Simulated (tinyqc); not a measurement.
Harmonic frequencies on the LDA (VWN5)/3-21g surface (energies and gradients from PySCF), for H3+, spin multiplicity 1, step by step. Computed by tinyqc, a small Python program that keeps every step (integrals from PySCF). Settings: charge = 1, multiplicity = 1, basis = 3-21g, functional = lda,vwn, delta = 0.01. Command: `OMP_NUM_THREADS=1 python tinyqc.py 22423 22424 out.jsonl` (the two numbers bound the seeds that draw the settings). One thread of a shared host (Intel(R) Xeon(R) Processor @ 2.60GHz), about 4 s of CPU time with the checks.

## One row of the Hessian: 1Hz

optimised positions (bohr):
```
           x          y         z
1H  0.062356  -0.165282  0.000215
2H  0.008594   0.020040  1.667281
3H  0.061331   1.371674  0.673876
```

gradient at +delta (hartree/bohr):
```
              x            y            z
1H  -0.00005430   0.00071532   0.00189114
2H   0.00004799  -0.00033671  -0.00155176
3H   0.00000624  -0.00037860  -0.00033940
```

gradient at -delta (hartree/bohr):
```
              x            y            z
1H   0.00005222  -0.00068893  -0.00184563
2H  -0.00004728   0.00029865   0.00153069
3H  -0.00000502   0.00039029   0.00031491
```

Displace 1Hz by +/-0.01 bohr; H(k, :) = (g(+) - g(-)) / (2 delta).

row of the Hessian (hartree/bohr^2): 1Hx -0.00532589, 1Hy 0.07021277, 1Hz 0.18683854, 2Hx 0.00476389, 2Hy -0.03176770, 2Hz -0.15412256, 3Hx 0.00056305, 3Hy -0.03844477, 3Hz -0.03271526

## Hessian by finite differences

All rows are made in the same way, and the matrix is symmetrised.

Hessian (symmetrised) (hartree/bohr^2), lower triangle:
```
             1Hx          1Hy          1Hz          2Hx          2Hy          2Hz          3Hx          3Hy
1Hx   0.00017975
1Hy  -0.00034727   0.14324001
1Hz  -0.00532485   0.07021743   0.18683854
2Hx  -0.00017018  -0.00013646   0.00476266   0.00034206
2Hy   0.00092118  -0.01082846  -0.03176378   0.00345491   0.11519912
2Hz   0.00520496  -0.00050127  -0.15412230  -0.00802253  -0.05393414   0.21464148
3Hx  -0.00000986   0.00048286   0.00056270  -0.00017129  -0.00437578   0.00281696   0.00018085
3Hy  -0.00057393  -0.13241137  -0.03845271  -0.00331844  -0.10437072   0.05443445   0.00389294   0.23678198
3Hz   0.00011986  -0.06971619  -0.03271546   0.00325980   0.08569809  -0.06051921  -0.00337956  -0.01598187

            3Hz
3Hz  0.09323393
```

## Normal modes

masses (u): 1H 1.007825, 2H 1.007825, 3H 1.007825

Diagonalise H_ij / sqrt(m_i m_j); the 6 smallest eigenvalues belong to translations and rotations; wavenumber = sqrt(eigenvalue / 1822.888) x 219474.63; each mode has its largest component positive (the first on a tie); zero-point energy = sum of wavenumbers / 2, with 349.755 1/cm per kcal/mol.

eigenvalues of the mass-weighted Hessian (hartree/(bohr^2 u)): -0.000001  0.000000  0.000000  0.000000  0.000004  0.000033  0.272550  0.272669  0.437690

harmonic wavenumbers of the vibrations (1/cm): 2683.7  2684.2  3400.9

mass-weighted modes:
```
        mode 1     mode 2     mode 3
1Hx   0.014828   0.015086   0.010883
1Hy  -0.223436   0.532183  -0.342342
1Hz  -0.531939  -0.223330  -0.465069
2Hx   0.005655  -0.020394  -0.021144
2Hy   0.572810  -0.072619  -0.231419
2Hz   0.072586   0.572546   0.528291
3Hx  -0.020484   0.005303   0.010261
3Hy  -0.349376  -0.459566   0.573759
3Hz   0.459351  -0.349215  -0.063223
```

zero-point energy = 12.535570 kcal/mol
